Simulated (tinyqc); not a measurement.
# Frequency dispersion of an accumulation capacitance by border traps, distributed model: what changes with what

Traps spread evenly through the insulator exchange electrons with the semiconductor by tunnelling, with tau(x) = t0 exp(2 ka x) at depth x from the interface. The admittance per area Y seen at depth x obeys dY/dx = -Y^2/(i w eps0 eox) + q Nb ln(1 + i w tau)/tau, with Y(0) = i w Cs and w = 2 pi f; the gate sees Y(tox) = G + i w C. Working variable y = Y/(i w), in uF/cm^2. Cox = eps0 eox/tox.

Inputs (values chosen for the exercise); permittivity close to that of silicon dioxide:
- eox = 3.85 (relative permittivity of the insulator)
- tox = 8.2 nm (insulator thickness)
- Cs = 6.7 uF/cm^2 (semiconductor capacitance in accumulation)
- Nb = 1.2e19 cm^-3 eV^-1 (density of border traps)
- ka = 3.8 1/nm (decay constant of the wave function in the insulator)
- t0 = 7e-9 s (time constant of a trap at the interface)
- f = 1e5 Hz (frequency)

Constants: q = 1.602176634e-19 C, eps0 = 8.8541878128e-14 F/cm where lengths are in cm. Results are converted to the units shown.

Each table varies one quantity; the others keep the values above.

## Capacitance and loss against frequency

Cox; trap-free value 1/(1/Cox + 1/Cs); response depth d = ln(1/(w t0))/(2 ka), where w tau = 1; lumped estimate: all traps within d act as C_bt = q Nb d placed at d/2, so C = 1/{1/[1/(1/Cs + d/(2 eps0 eox)) + C_bt] + (tox - d/2)/(eps0 eox)}. C and G from a fine integration; dispersion -d C/d log10 f over C, from f times and over 1.1. For a broad spread of time constants G/w is close to -(pi/2) dC/d ln w.

The same in every row: trap-free C (uF/cm^2) = 0.3914.

Result of one run:
```
f (Hz)	d (nm)	C (uF/cm^2)	G/w (uF/cm^2)	dispersion (% a decade)	-(pi/2) dC/d ln w (uF/cm^2)	lumped C (uF/cm^2)
100	1.623	0.4005	0.002379	0.8678	0.002371	0.3979
```

What becomes of these results when the frequency f is changed from 100 to 10 Hz, all else the same?

Result of the changed run:
```
f (Hz)	d (nm)	C (uF/cm^2)	G/w (uF/cm^2)	dispersion (% a decade)	-(pi/2) dC/d ln w (uF/cm^2)	lumped C (uF/cm^2)
10	1.926	0.4044	0.002965	1.072	0.002958	0.4008
```

The whole series:
```
f (Hz)	d (nm)	C (uF/cm^2)	G/w (uF/cm^2)	dispersion (% a decade)	-(pi/2) dC/d ln w (uF/cm^2)	lumped C (uF/cm^2)
10	1.926	0.4044	0.002965	1.072	0.002958	0.4008
100	1.623	0.4005	0.002379	0.8678	0.002371	0.3979
1000	1.320	0.3975	0.001842	0.6763	0.001834	0.3957
10000	1.017	0.3951	0.001361	0.5013	0.001351	0.3940
1e5	0.7140	0.3935	9.411e-4	0.3466	9.304e-4	0.3927
1e6	0.4110	0.3924	5.907e-4	0.2165	5.796e-4	0.3920
1e7	0.1081	0.3917	3.096e-4	0.1129	3.016e-4	0.3915
```

C falls from 0.4044 to 0.3917 uF/cm^2, towards the trap-free 0.3914; each decade of frequency removes ln 10/(2 ka) = 0.303 nm from the response depth. The dispersion falls from 1.07 to 0.113 % a decade and G/w falls from 0.00296 to 3.10e-4 uF/cm^2. G/w lies between 1.00 and 1.03 times -(pi/2) dC/d ln w, the relation for a broad spread of time constants.

## Effect of the density of border traps

Same model as above.

The same in every row: d (nm) = 0.7140; trap-free C (uF/cm^2) = 0.3914.

Results:
```
Nb (cm^-3 eV^-1)	C (uF/cm^2)	G/w (uF/cm^2)	dispersion (% a decade)	-(pi/2) dC/d ln w (uF/cm^2)	lumped C (uF/cm^2)
1e18	0.3916	8.233e-5	0.03037	8.113e-5	0.3915
2e18	0.3918	1.639e-4	0.06046	1.616e-4	0.3917
1e19	0.3931	7.911e-4	0.2915	7.817e-4	0.3925
3e19	0.3963	0.002180	0.8005	0.002164	0.3946
7e19	0.4020	0.004349	1.584	0.004345	0.3981
2e20	0.4152	0.008214	2.915	0.008256	0.4063
4e20	0.4273	0.01044	3.592	0.01047	0.4135
```

Estimate the missing row, Nb = 6e18 cm^-3 eV^-1.

Computed row:
```
Nb (cm^-3 eV^-1)	C (uF/cm^2)	G/w (uF/cm^2)	dispersion (% a decade)	-(pi/2) dC/d ln w (uF/cm^2)	lumped C (uF/cm^2)
6e18	0.3925	4.831e-4	0.1781	4.768e-4	0.3921
```

With this row back in the table: As Nb goes from 1e18 to 4e20, C rises from 0.392 to 0.427 uF/cm^2, the dispersion rises from 0.0304 to 3.59 % a decade and G/w rises from 8.23e-5 to 0.0104 uF/cm^2. The lumped estimate is 0.016 % below C in the first row and 3.2 % below it in the last. The dispersion goes as Nb^(0.99) between the first two rows and Nb^(0.30) between the last two: dense traps near the interface screen those behind them.

Program tinyqc, `OMP_NUM_THREADS=1 python tinyqc.py 2202023 2202024 out.jsonl`; Intel Xeon 2.30GHz, shared host, one thread, about 0.7 s.
